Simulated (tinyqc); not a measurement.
Electron mobility of a polar semiconductor by Rode's iterative solution of the Boltzmann equation: one step, computed by the program tinyqc. Command: `OMP_NUM_THREADS=1 python tinyqc.py 3026972 3026973 out.jsonl rode walk`. One thread of a shared host (Intel(R) Xeon(R) Processor @ 2.30GHz), about 0.01 s of CPU time with the checks.

The distribution is f(E) + e F l(E) (-df/dE) cos(theta) for a weak field F, theta counted from the force; l(E) is a mean free path. Elastic processes enter by their momentum rate, polar optical phonons by out- and in-scattering terms. One valley only: where upper valleys lie close, measured mobilities are lower. The density n is prescribed, even where a narrow-gap material would have more intrinsic carriers.

Problem. The first two iterations on one ladder of the grid. Iteration: l_new(E) = [v(E) + c+ l(E + hbar w) + c- l(E - hbar w)]/(nu + S_o), from l = 0.

Inputs (values chosen for the exercise, modelled on GaSb): temperature T = 300 K.

Band: parabolic. Elastic processes: acoustic, impurity.

Points j = s/2, s/2 + s, ... (the first seven rungs, or as many as the grid holds), rates in 1e12/s:
```
E (meV)   v (m/s)        nu       S_o         c+        c-
17.0917    377452  10.97341  2.200231  0.9177990  0.000000
46.3917    621855   4.53749  2.324189  0.8222067  0.351726
75.6917    794316   2.80185  2.389270  0.6502993  0.738764
104.9917   935507   2.02928  2.618428  0.5620166  1.076636
134.2917  1058020   1.60489  2.773094  0.5243146  1.294016
163.5917  1167750   1.34283  2.799024  0.5061156  1.389280
192.8917  1268020   1.16857  2.760448  0.4945754  1.419377
```

Give: l after iteration 1; l after iteration 2 (all rungs but the last shown).

Solution.

l after iteration 1 (nm): [28.7, 90.6, 153.0, 201.3, 241.7, 281.9, 322.7]

l after iteration 2 (all rungs but the last shown) (nm): [35.0, 110.4, 191.1, 266.0, 334.9, 402.4]

In-scattering lengthens l on the lowest rung by 22.0 % and on the second by 21.9 % in this step. Caution: the gas is degenerate, and screening of the polar coupling, left out here, would raise the mobility.
